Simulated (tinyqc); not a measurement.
From results back to parameters: pair of shallow donors (hydrogen-like orbitals). Two cases, with inputs chosen for the exercise.

Problem. The splitting D = E(-) - E(+) was computed from a hidden separation.

Each donor has the orbital exp(-r/a); energy unit Ha* = q/(eps a), q = e^2/(4 pi eps0), so that a lone donor is bound by Ha*/2; x = R/a. One electron: S = (1 + x + x^2/3) exp(-x), j = 1/x - (1 + 1/x) exp(-2x), k = (1 + x) exp(-x); levels E(+/-) = -1/2 - (j +/- k)/(1 +/- S) in Ha*, without the repulsion of the ions, split by D = |E(-) - E(+)|.

Constants: e^2/(4 pi eps0) = 14.39964547 eV angstrom.

Find: D/Ha*; x; R.

Method. D/Ha* = 2 (k - j S)/(1 - S^2) falls steadily with x in this range, so bisection finds one value.

Case 1.

Values chosen (out of a larger set: near those of two donors in GaAs; not measured data): a = 103.6 angstrom (orbital radius); eps = 12.6 (dielectric constant).

D = 0.397484 meV

Solution.

D/Ha* = 0.03603
x = 5.212
R = 540 angstrom

Case 2.

Values chosen (out of a larger set: near those of two donors in GaN; not measured data): a = 25.5 angstrom (orbital radius); eps = 9.6 (dielectric constant).

D = 0.330358 meV

Solution.

D/Ha* = 0.005616
x = 7.451
R = 190 angstrom

Computed by tinyqc, one run a case: `OMP_NUM_THREADS=1 python tinyqc.py N N+1 out.jsonl` with N = 1251925, 1251971; one thread of a shared Intel(R) Xeon(R) Processor @ 2.30GHz, about 0.01 s a run at most.
